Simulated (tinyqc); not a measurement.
What each parameter does: quantum well in an electric field by finite differences.

Finite differences on points z_i at the centres of cells of width h: H_ii = (c/h^2)(1/m_(i-1/2) + 1/m_(i+1/2)) + V_i, H_(i,i+1) = -(c/h^2)/m_(i+1/2), where m_(i+1/2) is the mean of the masses at the two points (the end values are repeated outwards), psi = 0 on the points beyond both ends, c = hbar^2/2m0. The field adds e F (z - z0) with z0 the middle of the structure; 1 kV/cm = 1e-5 eV/angstrom.

Constants: hbar^2/2m0 = 3.80998211 eV angstrom^2.

Values chosen for the exercise (near those of a non-polar GaN well in AlGaN; the results hold for these values, not for the real material): Lw = 65 angstrom (well width); Lb = 39 angstrom (each outer barrier); V0 = 0.27 eV (barrier height); mw = 0.198 m0 (mass in the well); mb = 0.222 m0 (mass in the barriers); F = 56 kV/cm (field along z); hf = 0.8125 angstrom (cell width of the fine grid).

Three layers: barrier, well, barrier; fine grid. The Stark shift is E1(F) - E1(0).

Results for these values:
```
case  E1 (eV)  E2 - E1 (meV)  Stark shift (meV)  <z - z0> (angstrom)
base   0.0266           81.1              -0.91                -3.24
```

What happens to each result for Lw = 78 angstrom, all else kept?

Answer: E1 falls from 0.0266 to 0.0190; E2 - E1 falls from 81.1 to 62.5; Stark shift falls from -0.91 to -1.57; <z - z0> falls from -3.24 to -5.55.

The same for each parameter in turn:
```
case              E1 (eV)  E2 - E1 (meV)  Stark shift (meV)  <z - z0> (angstrom)
base               0.0266           81.1              -0.91                -3.24
Lw = 78 angstrom   0.0190           62.5              -1.57                -5.55
Lb = 52 angstrom   0.0266           81.1              -0.91                -3.25
V0 = 0.216 eV      0.0251           76.4              -1.03                -3.68
mw = 0.2277 m0     0.0243           74.6              -0.94                -3.35
mb = 0.1776 m0     0.0278           83.5              -0.86                -3.08
F = 84 kV/cm       0.0254           82.3              -2.04                -4.80
```

Run: tinyqc, `OMP_NUM_THREADS=1 python tinyqc.py 1280651 1280652 out.jsonl`; Intel(R) Xeon(R) Processor @ 2.30GHz, one thread, shared host; about 0.03 s of CPU time with all checks.
